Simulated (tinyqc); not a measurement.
From results back to parameters: smearing for a one-band metal on the fcc lattice. Three cases, with inputs chosen for the exercise.

Problem. With Gaussian smearing, f = erfc(x)/2, s = exp(-x^2)/(2 sqrt(pi)), x = (E_k - mu)/sigma and free energy F = E - sigma S, small widths give F(sigma) = E0 - D sigma^2/4, where D is the density of states at the Fermi level (both spins, per cell). F at two widths was computed from hidden E0 and D.

Case 1.

Values chosen: s1 = 0.124 eV; s2 = 0.248 eV.
F(s1) = -2.4860263 eV
F(s2) = -2.5098053 eV

Case 2.

Values chosen: s1 = 0.147 eV; s2 = 0.294 eV.
F(s1) = -3.7487414 eV
F(s2) = -3.7719657 eV

Case 3.

Values chosen: s1 = 0.137 eV; s2 = 0.274 eV.
F(s1) = -3.5024959 eV
F(s2) = -3.5273836 eV

Find: D; E0.

Solution. D = 4 (F(s1) - F(s2))/(s2^2 - s1^2); E0 = F(s1) + D s1^2/4.

Case 1.

D = 2.062 1/eV
E0 = -2.4781 eV

Case 2.

D = 1.433 1/eV
E0 = -3.7410 eV

Case 3.

D = 1.768 1/eV
E0 = -3.4942 eV

Computed by tinyqc, one run a case: `OMP_NUM_THREADS=1 python tinyqc.py N N+1 out.jsonl` with N = 1681221, 1681251, 1681262; one thread of a shared Intel(R) Xeon(R) Processor @ 2.30GHz, about 0.3 s a run at most.
